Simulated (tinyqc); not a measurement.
Thin (001) film in sp3s* tight binding with raised dangling bonds: one step. Levels of the small film. Four cases, with inputs chosen for the exercise.

Question. Diagonalise both blocks.

Give: levels of the s, pz, s* block; levels of the u, v block.

Case 1.

s, pz, s* block (eV), lower triangle:
```
          sa1       za1      *a1       sc2       zc2      *c2       sa3       za3      *a3       sc4      zc4
sa1  -0.81000
za1  -5.00000   6.60700
*a1         0         0  6.45400
sc2  -3.42550  -2.75550        0  -5.81000
zc2   2.75550   0.80350  2.60500         0   1.60700
*c2         0  -2.60500        0         0         0  6.45400
sa3         0         0        0  -3.42550  -2.75550        0  -5.81000
za3         0         0        0   2.75550   0.80350  2.60500         0   1.60700
*a3         0         0        0         0  -2.60500        0         0         0  6.45400
sc4         0         0        0         0         0        0  -3.42550  -2.75550        0  -0.81000
zc4         0         0        0         0         0        0   2.75550   0.80350  2.60500   5.00000  6.60700
*c4         0         0        0         0         0        0         0  -2.60500        0         0        0

         *c4
*c4  6.45400
```

u, v block (eV), lower triangle:
```
         ua1       va1       uc2      vc2      ua3       va3      uc4       vc4
ua1  1.60700
va1        0  11.60700
uc2  3.25900         0   1.60700
vc2        0  -1.65200         0  1.60700
ua3        0         0  -1.65200        0  1.60700
va3        0         0         0  3.25900        0   1.60700
uc4        0         0         0        0  3.25900         0  1.60700
vc4        0         0         0        0        0  -1.65200        0  11.60700
```

Answer.

levels of the s, pz, s* block (eV): -11.697  -8.867  -4.316  1.301  1.523  1.747  5.504  5.800  7.920  8.179  10.783  11.125

levels of the u, v block (eV): -2.581  -1.855  -0.929  4.143  4.483  5.795  11.810  11.990

No level lies between 0 and the bulk edge 0.851 eV; confinement has widened the gap at zero in-plane momentum to 2.230 eV.

Case 2.

s, pz, s* block (eV), lower triangle:
```
           sa1       za1      *a1       sc2       zc2      *c2       sa3       za3      *a3       sc4
sa1    5.47817
za1  -15.00000  15.90317
*a1          0         0  7.40317
sc2   -2.80750  -2.71950        0  -2.72083
zc2    1.51550   0.91700  1.68350         0   3.72417
*c2          0  -1.95200        0         0         0  6.71717
sa3          0         0        0  -2.80750  -1.51550        0  -9.52183
za3          0         0        0   2.71950   0.91700  1.95200         0   0.90317
*a3          0         0        0         0  -1.68350        0         0         0  7.40317
sc4          0         0        0         0         0        0  -2.80750  -2.71950        0  -2.72083
zc4          0         0        0         0         0        0   1.51550   0.91700  1.68350         0
*c4          0         0        0         0         0        0         0  -1.95200        0         0
sa5          0         0        0         0         0        0         0         0        0  -2.80750
za5          0         0        0         0         0        0         0         0        0   2.71950
*a5          0         0        0         0         0        0         0         0        0         0

          zc4      *c4       sa5       za5      *a5
zc4   3.72417
*c4         0  6.71717
sa5  -1.51550        0   5.47817
za5   0.91700  1.95200  15.00000  15.90317
*a5  -1.68350        0         0         0  7.40317
```

u, v block (eV), lower triangle:
```
         ua1       va1       uc2      vc2      ua3       va3       uc4      vc4       ua5      va5
ua1  0.90317
va1        0  30.90317
uc2  3.16000         0   3.72417
vc2        0  -1.32600         0  3.72417
ua3        0         0  -1.32600        0  0.90317
va3        0         0         0  3.16000        0   0.90317
uc4        0         0         0        0  3.16000         0   3.72417
vc4        0         0         0        0        0  -1.32600         0  3.72417
ua5        0         0         0        0        0         0  -1.32600        0  30.90317
va5        0         0         0        0        0         0         0  3.16000         0  0.90317
```

Answer.

levels of the s, pz, s* block (eV): -11.947  -8.855  -7.354  -2.949  1.046  2.504  2.685  3.731  6.714  7.403  8.006  8.259  9.128  26.711  26.714

levels of the u, v block (eV): -1.833  -1.833  -0.623  -0.623  5.211  5.211  6.435  6.435  30.969  30.969

No level lies between 0 and the bulk edge 0.443 eV; confinement has widened the gap at zero in-plane momentum to 1.669 eV.

Case 3.

s, pz, s* block (eV), lower triangle:
```
          sa1       za1      *a1       sc2       zc2      *c2       sa3       za3      *a3      sc4      zc4
sa1  -5.02067
za1  -2.50000   3.49433
*a1         0         0  7.46733
sc2  -3.37200  -2.74300        0  -1.15167
zc2   2.54650   0.94800  2.28150         0   3.61533
*c2         0  -2.50800        0         0         0  6.76733
sa3         0         0        0  -3.37200  -2.54650        0  -7.52067
za3         0         0        0   2.74300   0.94800  2.50800         0   0.99433
*a3         0         0        0         0  -2.28150        0         0         0  7.46733
sc4         0         0        0         0         0        0  -3.37200  -2.74300        0  1.34833
zc4         0         0        0         0         0        0   2.54650   0.94800  2.28150  2.50000  6.11533
*c4         0         0        0         0         0        0         0  -2.50800        0        0        0

         *c4
*c4  6.76733
```

u, v block (eV), lower triangle:
```
         ua1       va1       uc2      vc2      ua3       va3      uc4      vc4
ua1  0.99433
va1        0   5.99433
uc2  3.08900         0   3.61533
vc2        0  -1.19300         0  3.61533
ua3        0         0  -1.19300        0  0.99433
va3        0         0         0  3.08900        0   0.99433
uc4        0         0         0        0  3.08900         0  3.61533
vc4        0         0         0        0        0  -1.19300        0  8.61533
```

Answer.

levels of the s, pz, s* block (eV): -11.008  -8.450  -3.736  2.043  2.901  3.082  3.945  5.750  7.395  8.370  9.632  10.420

levels of the u, v block (eV): -1.661  -1.212  -0.562  4.764  5.171  6.270  6.809  8.858

1 level lies between 0 and the bulk edge 2.240 eV: 2.043 eV.

Case 4.

s, pz, s* block (eV), lower triangle:
```
          sa1       za1      *a1       sc2       zc2      *c2       sa3       za3      *a3       sc4       zc4
sa1  -5.62244
za1  -2.50000   3.61556
*a1         0         0  8.49956
sc2  -3.74200  -3.17100        0  -2.21544
zc2   2.13800   1.07200  2.33000         0   4.12056
*c2         0  -2.54550        0         0         0  7.17656
sa3         0         0        0  -3.74200  -2.13800        0  -8.12244
za3         0         0        0   3.17100   1.07200  2.54550         0   1.11556
*a3         0         0        0         0  -2.33000        0         0         0  8.49956
sc4         0         0        0         0         0        0  -3.74200  -3.17100        0  -2.21544
zc4         0         0        0         0         0        0   2.13800   1.07200  2.33000         0   4.12056
*c4         0         0        0         0         0        0         0  -2.54550        0         0         0
sa5         0         0        0         0         0        0         0         0        0  -3.74200  -2.13800
za5         0         0        0         0         0        0         0         0        0   3.17100   1.07200
*a5         0         0        0         0         0        0         0         0        0         0  -2.33000

         *c4       sa5      za5      *a5
*c4  7.17656
sa5        0  -5.62244
za5  2.54550   2.50000  3.61556
*a5        0         0        0  8.49956
```

u, v block (eV), lower triangle:
```
         ua1       va1       uc2      vc2      ua3       va3       uc4      vc4      ua5      va5
ua1  1.11556
va1        0   6.11556
uc2  3.64600         0   4.12056
vc2        0  -1.50200         0  4.12056
ua3        0         0  -1.50200        0  1.11556
va3        0         0         0  3.64600        0   1.11556
uc4        0         0         0        0  3.64600         0   4.12056
vc4        0         0         0        0        0  -1.50200         0  4.12056
ua5        0         0         0        0        0         0  -1.50200        0  6.11556
va5        0         0         0        0        0         0         0  3.64600        0  1.11556
```

Answer.

levels of the s, pz, s* block (eV): -12.444  -10.123  -8.117  -3.845  1.180  2.762  2.816  3.270  4.078  4.549  8.500  8.798  9.612  10.465  11.140

levels of the u, v block (eV): -2.140  -2.140  -0.766  -0.766  4.969  4.969  6.671  6.671  7.854  7.854

1 level lies between 0 and the bulk edge 2.342 eV: 1.180 eV.

Computed by tinyqc, one run a case: `OMP_NUM_THREADS=1 python tinyqc.py N N+1 out.jsonl` with N = 1480722, 1480834, 1480905, 1481147; one thread of a shared Intel(R) Xeon(R) Processor @ 2.30GHz, about 0.4 s a run at most.
